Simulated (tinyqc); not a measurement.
From results back to parameters: defect-molecule model of a vacancy with Jahn-Teller distortion. Five cases, with inputs chosen for the exercise.

Problem. With et the undistorted t2 level, Uc the repulsion of two electrons, I the Jahn-Teller coupling and k the force constant, the levels above Ev are E(2+/+) = et - E_JT, E(+/0) = et - 3 E_JT + Uc, the Stokes shift of the first transition is 2 E_JT, E_JT = 2 I^2/k and the distortion of the + state is 2 I/k. The values below come from hidden parameters.

Find: et, Uc; I; k.

Method. E_JT is half the Stokes shift; et = E(2+/+) + E_JT; Uc = E(+/0) - E(2+/+) + 2 E_JT; with Q the distortion, I = E_JT/Q and k = 2 E_JT/Q^2.

Case 1.

levels (eV): (2+/+) 0.12659, (+/0) 0.04977

Stokes shift = 0.386818 eV
distortion of + = 0.155975 angstrom

Solution.

et, Uc (eV): 0.320  0.310

I = 1.24 eV/angstrom
k = 15.9 eV/angstrom^2

Case 2.

levels (eV): (2+/+) 0.19074, (+/0) 0.13222

Stokes shift = 0.358519 eV
distortion of + = 0.162963 angstrom

Solution.

et, Uc (eV): 0.370  0.300

I = 1.10 eV/angstrom
k = 13.5 eV/angstrom^2

Case 3.

levels (eV): (2+/+) 0.26110, (+/0) 0.13329

Stokes shift = 0.237806 eV
distortion of + = 0.116571 angstrom

Solution.

et, Uc (eV): 0.380  0.110

I = 1.02 eV/angstrom
k = 17.5 eV/angstrom^2

Case 4.

levels (eV): (2+/+) 0.13401, (+/0) 0.06204

Stokes shift = 0.231976 eV
distortion of + = 0.117160 angstrom

Solution.

et, Uc (eV): 0.250  0.160

I = 0.99 eV/angstrom
k = 16.9 eV/angstrom^2

Case 5.

levels (eV): (2+/+) 0.10914, (+/0) 0.15742

Stokes shift = 0.441723 eV
distortion of + = 0.179562 angstrom

Solution.

et, Uc (eV): 0.330  0.490

I = 1.23 eV/angstrom
k = 13.7 eV/angstrom^2

Computed by tinyqc, one run a case: `OMP_NUM_THREADS=1 python tinyqc.py N N+1 out.jsonl` with N = 1481730, 1481844, 1481955, 1481965, 1482039; one thread of a shared Intel(R) Xeon(R) Processor @ 2.30GHz, about 0.01 s a run at most.
